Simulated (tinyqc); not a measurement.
Length of a molecular wire: coherent transport through a tight-binding bridge. Computed by the program tinyqc. T = Gamma_L Gamma_R |G_1n|^2 with the self-energies of semi-infinite chains.

A uniform bridge between two chains:
```
parameter                        value
site energy (eV)              3.250000
hopping in the bridge (eV)    0.990000
lead hopping (eV)             2.680000
couplings (eV)              0.61, 0.83
E (eV)                       -0.240000
```

Transmission against length:
```
sites           T      ln T
2      1.1156e-03   -6.7983
3      1.0787e-04   -9.1346
4      1.0440e-05  -11.4698
5      1.0106e-06  -13.8050
6      9.7826e-08  -16.1401
7      9.4696e-09  -18.4752
8      9.1665e-10  -20.8103
10     8.5892e-12  -25.4805
```

Estimate the missing row, sites = 9.

Computed row:
```
sites           T      ln T
9      8.8732e-11  -23.1454
```

E lies outside the band of the bridge (|E - e|/2h = 1.763 > 1), so T decays as exp(-beta n) with beta = 2 arccosh(1.763) = 2.3351 a site; the last two rows give 2.3351.
